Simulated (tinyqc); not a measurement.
Tersoff bond-order potential: one step, computed by the program tinyqc. Command: `OMP_NUM_THREADS=1 python tinyqc.py 3022160 3022161 out.jsonl tersoff walk`. One thread of a shared host (Intel(R) Xeon(R) Processor @ 2.30GHz), about 0.01 s of CPU time with the checks.

E = (1/2) sum_(i, j != i) [A exp(-lambda r_ij) - b_ij B exp(-mu r_ij)], b_ij = (1 + (beta zeta_ij)^n)^(-1/(2n)), zeta_ij = sum_(k != i, j) g(theta_ijk), g = 1 + c^2/d^2 - c^2/(d^2 + (h - cos theta)^2), with theta at atom i. Only nearest neighbours count (cut-off function 1 for them, 0 beyond).

Problem. Unrelaxed vacancy. Each of the four neighbours loses one bond; its three other bonds now have zeta = 2 g, for the direction that starts at it. E_v = -E + 12 x (1/2)(b(3g) - b(2g)) B exp(-mu r), where -E is the pair-like cost.

Inputs (values chosen for the exercise, modelled on carbon):
```
quantity,value,unit
B,346.95,eV
mu,2.2119,1/angstrom
beta,1.68e-07,-
n,0.7294,-
```

zeta = 661210.2

energy per atom of the diamond lattice = -7.461345 eV

bond order b = 0.8818471

bond length = 1.537721 angstrom

Give: b(2g); unrelaxed vacancy energy E_v.

Solution.

b(2g) = 0.90876

unrelaxed vacancy energy E_v = 5.5941 eV

Stronger back bonds return 1.867 eV, so E_v is 75 % of the cohesive energy.
